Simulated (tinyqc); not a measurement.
Smoothing against break-up: capillary instabilities by surface diffusion: grooving and agglomeration of films, edge retraction, wire break-up and smoothing of roughness. Computed by tinyqc, a small Python program. Command: `OMP_NUM_THREADS=1 python tinyqc.py 3010833 3010834 out.jsonl dewet walk`. One thread of a shared host (Intel(R) Xeon(R) Processor @ 2.30GHz), about 0.01 s of CPU time with the checks.

Isotropic surface energy; shapes change by surface diffusion alone.

Inputs (values chosen for the exercise, of the order of those of a ruthenium film):

| quantity | value | unit |
|---|---|---|
| surface energy gamma_s | 2.88 | J/m^2 |
| grain-boundary energy gamma_b | 1.2 | J/m^2 |
| atomic volume Omega | 13.6 | angstrom^3 |
| surface sites nu | 11 | 1/nm^2 |
| prefactor D0 | 0.0009 | m^2/s |
| activation energy Q | 2.11 | eV |
| temperature T | 1142 | K |
| film thickness h | 58 | nm |
| grain radius R | 500 | nm |
| wire radius r | 3.3 | nm |
| initial ripple over radius | 0.02 | - |
| roughness wavelength lambda | 140 | nm |

Grooves: at the surface only.

Constants: k_B = 8.617333262e-05 eV/K; k_B = 1.380649e-23 J/K.

Method:
- Groove angle beta: sin(beta) = gamma_b/(2 gamma). For circular grains of radius R with spherical caps the groove ends (measured from the mean surface) at the depth R g(beta), g = (2 - 3 cos beta + cos^3 beta)/(3 sin^3 beta). The film parts if R g(beta_s) > h.
- B = D_s nu gamma_s Omega^2/(k_B T), D_s = D0 exp(-Q/(k_B T)).
- A wire with r + A cos(k z) has dA/dt = (B/r^4) (kr)^2 [1 - (kr)^2] A: unstable for wavelengths above 2 pi r, fastest at kr = 1/sqrt 2 with the rate B/(4 r^4); break-up time about (4 r^4/B) ln(r/A0); each wavelength makes a sphere of radius (3 r^2 lambda_m/4)^(1/3).
- Roughness of wavelength lambda on a flat face decays as exp[-B (2 pi/lambda)^4 t]; the smoothing time is that for a factor e^3.

beta_s = 12.0247 degrees

Times (s); the last column is (h/(0.780 tan beta_s))^4/B:

| T (K) | B (nm^4/s) | smoothing | wire break-up | groove to depth h |
|---|---|---|---|---|
| 971 | 4.3982e+03 | 1.6813e+02 | 4.2193e-01 | 3.3766e+06 |
| 1028 | 1.6817e+04 | 4.3972e+01 | 1.1035e-01 | 8.8312e+05 |
| 1085 | 5.5684e+04 | 1.3279e+01 | 3.3326e-02 | 2.6670e+05 |
| 1142 | 1.6319e+05 | 4.5314e+00 | 1.1372e-02 | 9.1007e+04 |
| 1199 | 4.3073e+05 | 1.7168e+00 | 4.3084e-03 | 3.4479e+04 |
| 1256 | 1.0388e+06 | 7.1185e-01 | 1.7865e-03 | 1.4297e+04 |
| 1370 | 4.8229e+06 | 1.5332e-01 | 3.8478e-04 | 3.0793e+03 |

What follows from these numbers?

All times share 1/B, so their ratios do not depend on T: break-up over smoothing is 0.0025. The wire breaks before this roughness is smoothed, at any temperature. Smoothing is safe for lambda well below 2 pi r, above which a ripple along the wire grows instead. B spans 3.0 decades over these rows.
